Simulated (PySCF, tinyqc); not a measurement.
Inside a calculation. Method: CCD on RHF in the sto-6g basis, frozen core, for Be, spin multiplicity 1. The lowest restricted solution is unstable here: a spin-polarised one lies 0.0017 hartree lower (PySCF). Computed by tinyqc, a small Python program that keeps every step (integrals from PySCF). Settings: charge = 0, multiplicity = 1, basis = sto-6g, method = RHF, frozen orbitals = 1, energy threshold = 1e-10, iteration cap = 69, orthogonalisation = canonical, start = core, DIIS depth = 6, amplitude equations = CCD, DIIS depth for amplitudes = 0, cap on updates = 84. Command: `OMP_NUM_THREADS=1 python tinyqc.py 27918 27919 out.jsonl` (the two numbers bound the seeds that draw the settings). One thread of a shared host (Intel(R) Xeon(R) Processor @ 2.60GHz), about 0.07 s of CPU time with the checks. The early iterations of the SCF are left out here.

## One-electron integrals

Geometry (angstrom):
```
atom         x         y         z
Be    0.000000  0.000000  0.000000
```

Basis sto-6g: exponents (1/bohr^2) and contraction coefficients of normalised primitives:
```
element  l (shell)    exponent  coefficient
Be           s (1)  312.870494     0.009164
Be           s (1)   57.364463     0.049361
Be           s (1)   16.048509     0.168538
Be           s (1)    5.513096     0.370563
Be           s (1)    2.140897     0.416492
Be           s (1)    0.881739     0.130334
Be           s (2)   13.633247    -0.013253
Be           s (2)    2.698375    -0.046992
Be           s (2)    0.838653    -0.033785
Be           s (2)    0.322660     0.250242
Be           s (2)    0.140131     0.595117
Be           s (2)    0.064233     0.240706
Be           p (3)   13.633247     0.003760
Be           p (3)    2.698375     0.037679
Be           p (3)    0.838653     0.173897
Be           p (3)    0.322660     0.418036
Be           p (3)    0.140131     0.425860
Be           p (3)    0.064233     0.101708
```

Overlap, kinetic and nuclear-attraction integrals over the contracted functions; the nuclear repulsion is the sum of Za Zb / Rab.

nuclear repulsion = 0 hartree

overlap S:
```
           1Be 1s    1Be 2s   1Be 2px   1Be 2py   1Be 2pz
1Be 1s   1.000000  0.254764  0.000000  0.000000  0.000000
1Be 2s   0.254764  1.000000  0.000000  0.000000  0.000000
1Be 2px  0.000000  0.000000  1.000000  0.000000  0.000000
1Be 2py  0.000000  0.000000  0.000000  1.000000  0.000000
1Be 2pz  0.000000  0.000000  0.000000  0.000000  1.000000
```

kinetic energy T (hartree):
```
            1Be 1s     1Be 2s   1Be 2px   1Be 2py   1Be 2pz
1Be 1s    6.768753  -0.207382  0.000000  0.000000  0.000000
1Be 2s   -0.207382   0.220121  0.000000  0.000000  0.000000
1Be 2px   0.000000   0.000000  0.661265  0.000000  0.000000
1Be 2py   0.000000   0.000000  0.000000  0.661265  0.000000
1Be 2pz   0.000000   0.000000  0.000000  0.000000  0.661265
```

nuclear attraction V (hartree):
```
             1Be 1s     1Be 2s    1Be 2px    1Be 2py    1Be 2pz
1Be 1s   -14.714791  -1.650733   0.000000   0.000000   0.000000
1Be 2s    -1.650733  -2.300087   0.000000   0.000000   0.000000
1Be 2px    0.000000   0.000000  -2.299985   0.000000   0.000000
1Be 2py    0.000000   0.000000   0.000000  -2.299985   0.000000
1Be 2pz    0.000000   0.000000   0.000000   0.000000  -2.299985
```

core Hamiltonian H = T + V (hartree):
```
            1Be 1s     1Be 2s    1Be 2px    1Be 2py    1Be 2pz
1Be 1s   -7.946038  -1.858116   0.000000   0.000000   0.000000
1Be 2s   -1.858116  -2.079966   0.000000   0.000000   0.000000
1Be 2px   0.000000   0.000000  -1.638720   0.000000   0.000000
1Be 2py   0.000000   0.000000   0.000000  -1.638720   0.000000
1Be 2pz   0.000000   0.000000   0.000000   0.000000  -1.638720
```

## Two-electron integrals

Functions are numbered as in S; the eight-fold symmetry (ij|kl) = (ji|kl) = (kl|ij) leaves the list below.

Two-electron integrals (ij|kl) in chemists' order, unique and non-zero (hartree):
```
(11|11) 2.299996   (21|11) 0.361879   (21|21) 0.071926   (22|11) 0.570332
(22|21) 0.139654   (22|22) 0.417773   (31|31) 0.015252   (32|31) 0.022555
(32|32) 0.092340   (33|11) 0.570332   (33|21) 0.139654   (33|22) 0.417773
(33|33) 0.450117   (41|41) 0.015252   (42|41) 0.022555   (42|42) 0.092340
(43|43) 0.024258   (44|11) 0.570332   (44|21) 0.139654   (44|22) 0.417773
(44|33) 0.401601   (44|44) 0.450117   (51|51) 0.015252   (52|51) 0.022555
(52|52) 0.092340   (53|53) 0.024258   (54|54) 0.024258   (55|11) 0.570332
(55|21) 0.139654   (55|22) 0.417773   (55|33) 0.401601   (55|44) 0.401601
(55|55) 0.450117
```

## Orthogonalisation

S = U s U^T; canonical form X = U s^(-1/2), so that X^T S X = 1. Each column of U has its largest component positive (the first on a tie).

eigenvalues of S: 0.745236  1.000000  1.000000  1.000000  1.254764

X:
```
                 1         2         3         4         5
1Be 1s    0.819102  0.000000  0.000000  0.000000  0.631254
1Be 2s   -0.819102  0.000000  0.000000  0.000000  0.631254
1Be 2px   0.000000  1.000000  0.000000  0.000000  0.000000
1Be 2py   0.000000  0.000000  1.000000  0.000000  0.000000
1Be 2pz   0.000000  0.000000  0.000000  1.000000  0.000000
```

Within a degenerate level the vectors are fixed only up to a rotation; this is one choice.

## Starting guess

The start is the orbitals of the core Hamiltonian; D = 2 C_occ C_occ^T.

D at the start:
```
            1Be 1s     1Be 2s   1Be 2px   1Be 2py   1Be 2pz
1Be 1s    2.138820  -0.544895  0.000000  0.000000  0.000000
1Be 2s   -0.544895   2.138820  0.000000  0.000000  0.000000
1Be 2px   0.000000   0.000000  0.000000  0.000000  0.000000
1Be 2py   0.000000   0.000000  0.000000  0.000000  0.000000
1Be 2pz   0.000000   0.000000  0.000000  0.000000  0.000000
```

## Iteration 2 (converged): orbitals

converged F (hartree):
```
            1Be 1s     1Be 2s   1Be 2px   1Be 2py   1Be 2pz
1Be 1s   -4.540669  -1.225174  0.000000  0.000000  0.000000
1Be 2s   -1.225174  -0.566374  0.000000  0.000000  0.000000
1Be 2px   0.000000   0.000000  0.219697  0.000000  0.000000
1Be 2py   0.000000   0.000000  0.000000  0.219697  0.000000
1Be 2pz   0.000000   0.000000  0.000000  0.000000  0.219697
```

Diagonalise F' = X^T F X, C = X C', fill 2 alpha and 2 beta electrons from the bottom; D = 2 C_occ C_occ^T. Each column has its largest component positive (the first on a tie).

F' = X^T F X (hartree):
```
           1         2         3         4          5
1  -1.782452  0.000000  0.000000  0.000000  -2.054954
2   0.000000  0.219697  0.000000  0.000000   0.000000
3   0.000000  0.000000  0.219697  0.000000   0.000000
4   0.000000  0.000000  0.000000  0.219697   0.000000
5  -2.054954  0.000000  0.000000  0.000000  -3.011478
```

orbital energies (hartree): MO1 -4.541835, MO2 -0.252096, MO3 0.219697, MO4 0.219697, MO5 0.219697

coefficients C:
```
              MO1        MO2       MO3       MO4       MO5
1Be 1s   0.995521  -0.279907  0.000000  0.000000  0.000000
1Be 2s   0.017048   1.033982  0.000000  0.000000  0.000000
1Be 2px  0.000000   0.000000  0.000000  0.000000  1.000000
1Be 2py  0.000000   0.000000  0.000000  1.000000  0.000000
1Be 2pz  0.000000   0.000000  1.000000  0.000000  0.000000
```

D after iteration 2:
```
            1Be 1s     1Be 2s   1Be 2px   1Be 2py   1Be 2pz
1Be 1s    2.138820  -0.544895  0.000000  0.000000  0.000000
1Be 2s   -0.544895   2.138820  0.000000  0.000000  0.000000
1Be 2px   0.000000   0.000000  0.000000  0.000000  0.000000
1Be 2py   0.000000   0.000000  0.000000  0.000000  0.000000
1Be 2pz   0.000000   0.000000  0.000000  0.000000  0.000000
```

Within a degenerate level the vectors are fixed only up to a rotation; this is one choice.

## Convergence

Stop when the energy changes by less than 1e-10 hartree and every element of the error matrix X^T (F D S - S D F) X is below 3e-06.

Course of the cycle:
```
iteration   E (hartree)     change  largest element of the error matrix
1          -14.50336112          -                             2.98e-16
2          -14.50336112  -5.33e-15                             1.15e-15
```

PySCF RHF in the same basis = -14.50336112 hartree

Converged in 2 iterations.

## Populations

Mulliken: Z minus the diagonal of D S on the atom; Loewdin: the same with S^(1/2) D S^(1/2).

Charges (e):
```
atom  Mulliken   Loewdin
1Be   0.000000  0.000000
```

## Integrals over molecular orbitals

(pq|rs) = sum C_ip C_jq C_kr C_ls (ij|kl), one index at a time.

one-electron integrals over orbitals h = C^T H C (hartree):
```
           1          2          3          4          5
1  -7.938690   0.273738   0.000000   0.000000   0.000000
2   0.273738  -1.770740   0.000000   0.000000   0.000000
3   0.000000   0.000000  -1.638720   0.000000   0.000000
4   0.000000   0.000000   0.000000  -1.638720   0.000000
5   0.000000   0.000000   0.000000   0.000000  -1.638720
```

Two-electron integrals over orbitals (pq|rs), unique and non-zero (hartree); the lowest 1 orbital is frozen and left out:
```
(22|22) 0.405613   (32|32) 0.086861   (33|22) 0.410497   (33|33) 0.450117
(42|42) 0.086861   (43|43) 0.024258   (44|22) 0.410497   (44|33) 0.401601
(44|44) 0.450117   (52|52) 0.086861   (53|53) 0.024258   (54|54) 0.024258
(55|22) 0.410497   (55|33) 0.401601   (55|44) 0.401601   (55|55) 0.450117
```

## CCD: starting amplitudes

t_ij^ab = <ij||ab> / (e_i + e_j - e_a - e_b), whose energy is MP2.

Starting amplitudes (spin orbitals 1a, 1b, ...; amplitudes related by a flip of all spins are not repeated):
```
from      to          t
2a 2b  3a 3b  -0.092055
2a 2b  4a 4b  -0.092055
2a 2b  5a 5b  -0.092055
```

correlation energy = -0.02398795 hartree

## CCD: amplitude update 1

t_ij^ab D_ij^ab are set to the remaining terms of the spin-orbital equations, evaluated with the old amplitudes; for the doubles these are <ij||ab> + 1/2 <ab||ef> t_ij^ef + 1/2 <mn||ij> t_mn^ab + P(ij)P(ab) <mb||ej> t_im^ae + terms in t^2, D the orbital-energy denominators.

Amplitudes after update 1 (spin orbitals 1a, 1b, ...; amplitudes related by a flip of all spins are not repeated):
```
from      to          t
2a 2b  3a 3b  -0.144739
2a 2b  4a 4b  -0.144739
2a 2b  5a 5b  -0.144739
```

correlation energy = -0.03771665 hartree

## CCD: amplitude update 2

As before.

Amplitudes after update 2 (spin orbitals 1a, 1b, ...; amplitudes related by a flip of all spins are not repeated):
```
from      to          t
2a 2b  3a 3b  -0.172785
2a 2b  4a 4b  -0.172785
2a 2b  5a 5b  -0.172785
```

correlation energy = -0.04502506 hartree

## CCD: convergence

E_corr = 1/4 sum <ij||ab> t_ij^ab; stop when the norm of the change is below 1e-8.

Course of the amplitude iterations:
```
update  correlation energy (hartree)  norm of the change
0                        -0.02398795                   -
1                        -0.03771665            1.83e-01
2                        -0.04502506            9.72e-02
3                        -0.04875272            4.96e-02
4                        -0.05061041            2.47e-02
5                        -0.05152521            1.22e-02
6                        -0.05197299            5.95e-03
7                        -0.05219154            2.91e-03
8                        -0.05229805            1.42e-03
9                        -0.05234991            6.90e-04
10                       -0.05237517            3.36e-04
11                       -0.05238746            1.63e-04
12                       -0.05239344            7.95e-05
13                       -0.05239635            3.87e-05
14                       -0.05239777            1.88e-05
15                       -0.05239846            9.17e-06
16                       -0.05239879            4.46e-06
17                       -0.05239896            2.17e-06
18                       -0.05239904            1.06e-06
19                       -0.05239908            5.14e-07
20                       -0.05239909            2.50e-07
21                       -0.05239910            1.22e-07
22                       -0.05239911            5.93e-08
23                       -0.05239911            2.89e-08
24                       -0.05239911            1.40e-08
25                       -0.05239911            6.83e-09
```

Converged amplitudes (spin orbitals 1a, 1b, ...; amplitudes related by a flip of all spins are not repeated):
```
from      to          t
2a 2b  3a 3b  -0.201083
2a 2b  4a 4b  -0.201083
2a 2b  5a 5b  -0.201083
```

CCD total energy = -14.55576023 hartree

Converged in 25 updates.
